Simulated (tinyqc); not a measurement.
Worked calculation: deep level with several charge states, and Shockley-Read-Hall recombination. Values are carried at full precision from step to step, so a last printed digit may differ when a step is redone from the rounded ones.

Energies from Ev. The defect has charge states 0, -1, -2 with weights 1, gm exp((EF - E1)/kT), exp((2 EF - E1 - E2)/kT); the shares are the weights over their sum. Boltzmann carriers: n = Nc exp((EF - Eg)/kT), p = Nv exp(-EF/kT). Neutrality: p - n + Nd + Nt <q> = 0.

Constants: kB = 8.617333262e-05 eV/K.

Inputs chosen for the exercise (gap and densities of states near those of Si at this temperature; not measured data): Eg = 1.125 eV (gap); Nc = 2.77e+19 1/cm^3 (conduction-band density of states); Nv = 1.13e+19 1/cm^3 (valence-band density of states); T = 300 K; E1 = 0.365 eV (level (0/-1) above Ev); E2 = 0.805 eV (level (-1/-2) above Ev); gm = 2 (degeneracy of the middle state, the others 1); Nt = 9.1e+13 1/cm^3 (defects); Nd = 1e+14 1/cm^3 (ionised shallow donors minus acceptors); E_try = 0.464 eV (trial Fermi level); Et = 0.805 eV (recombination level above Ev); sn = 1.3e-14 cm^2 (electron capture cross-section); sp_ = 2.6e-14 cm^2 (hole capture cross-section); vth = 14000000 cm/s (thermal velocity, both carriers); Nm = 9.1e+14 1/cm^3 (equilibrium electrons for the lifetime steps); dn = 6.9e+15 1/cm^3 (excess pairs).

## Charge states at a trial Fermi level

Form the exponents, the shares, the mean charge and the residual of neutrality at EF = E_try.

exponents of the second and third weights: 3.829  -9.361

shares: 0 0.0107, -1 0.9893, -2 0.0000

<q> = -0.9893

n, p (1/cm^3): 2.18e+08  1.81e+11

residual = 1.02e+13 1/cm^3

The residual is positive, so EF must rise.

## The neutral state

Solve for EF.

EF = 0.7305 eV

shares at EF: 0 0.000, -1 0.973, -2 0.027

n = 6.52e+12 1/cm^3
p = 6.05e+06 1/cm^3

Without the defects the majority density would be 1.00e+14 1/cm^3; with them the density of these carriers is 6.52e+12, so they compensate part of the doping. Most defects are in the state -1.

## Recombination through one level

One level at Et with degeneracy 1: tn = 1/(sn vth Nt), tp = 1/(sp_ vth Nt), n1 = Nc exp((Et - Eg)/kT), p1 = Nv exp(-Et/kT), ni^2 = n1 p1. Equilibrium n0 = Nm, p0 = ni^2/Nm; n = n0 + dn, p = p0 + dn. U = (n p - ni^2)/(tp (n + n1) + tn (p + p1)), lifetime dn/U; emission rates en = sn vth n1, ep = sp_ vth p1.

Evaluate each quantity.

tn, tp (microsecond): 0.06038  0.03019

n1, p1 (1/cm^3): 1.17e+14  3.39e+05

U = 8.22e+22 1/(cm^3 s)
lifetime = 0.0840 microsecond

The lifetime is 2.782 times the minority capture time tp and 0.927 times tn + tp, the limit of high injection.

## Emission and generation in a depleted region

With n = p = 0 the level generates pairs at G = Nt en ep/(en + ep); generation lifetime tg = ni/G; current density e G W for a width W = 1 micrometre, e = 1.602176634e-19 C.

en, ep (1/s): 2.12e+07  0.123

G = 1.12e+13 1/(cm^3 s)
tg = 560 microsecond
current density = 1.80e-10 A/cm^2

The slower step, hole emission, limits the rate: en/ep = 1.72e+08.

## Checks

- U against hole capture minus emission at the steady occupation of the level (1/(cm^3 s)): both 8.216e+22.

(tinyqc, `OMP_NUM_THREADS=1 python tinyqc.py 1650279 1650280 out.jsonl`, Intel(R) Xeon(R) Processor @ 2.30GHz, 1 thread, shared host, about 0.01 s.)
